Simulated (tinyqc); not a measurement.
Worked calculation: Hubbard chain of 3 sites. Computed by tinyqc, a small Python program that keeps every step. Settings: hopping = 1.46, U = 6.6, mixing = 0.5, iteration cap = 81. Command: `OMP_NUM_THREADS=1 python tinyqc.py 29038 29039 out.jsonl` (the two numbers bound the seeds that draw the settings). One thread of a shared host (Intel(R) Xeon(R) Processor @ 2.60GHz), about 0.2 s of CPU time with the checks.

one-body matrix (hopping and site energies) (eV), lower triangle:
```
,1,2,3
1,0.00000
2,-1.46000,0.00000
3,0.00000,-1.46000,0.00000
```

U = 6.60000 eV

electrons, up and down: 2  2

n(up) at the start (a guess, not normalised): 1 1.00000, 2 0.21700, 3 1.00000

n(down) at the start (a guess): 1 0.21700, 2 1.00000, 3 0.21700

Each step fills the lowest levels of T + U n(other spin) and sets n(new) = n + mixing (n(out) - n); stop when output and input agree to 1e-8.

Course of the cycle:
```
iteration,E (eV),largest |n(out) - n(in)|,mean |n_up - n_down|
1,4.9866266,3.38e-01,0.52081
2,4.8650087,1.66e-01,0.48592
3,4.8181373,8.60e-02,0.45501
4,4.7962941,4.78e-02,0.43107
5,4.7839290,4.21e-02,0.41240
6,4.7762792,3.47e-02,0.39742
7,4.7713450,2.82e-02,0.38518
8,4.7680697,2.30e-02,0.37503
9,4.7658440,1.89e-02,0.36655
10,4.7643015,1.56e-02,0.35941
11,4.7632145,1.31e-02,0.35336
...,...,...,...
71,4.7602379,1.94e-04,0.31414
72,4.7602375,2.92e-04,0.31414
73,4.7602364,4.41e-04,0.31414
74,4.7602339,6.67e-04,0.31413
75,4.7602282,1.01e-03,0.31413
76,4.7602152,1.53e-03,0.31413
77,4.7601852,2.32e-03,0.31413
78,4.7601165,3.51e-03,0.31412
79,4.7599590,5.32e-03,0.31410
80,4.7595979,8.05e-03,0.31407
81,4.7587715,1.22e-02,0.31399
```

Can the last value be used, and what does the course show?

Not by the stop rule. Not converged within 81 iterations: the residual wanders without falling. The lowest mean-field energy found from random starts is 4.27940 eV. Reruns (cap 100 unless said): mixing 0.2: not converged; mixing 0.9: not converged; the original settings with a cap of 400: converged in 213 (E = 4.27940).
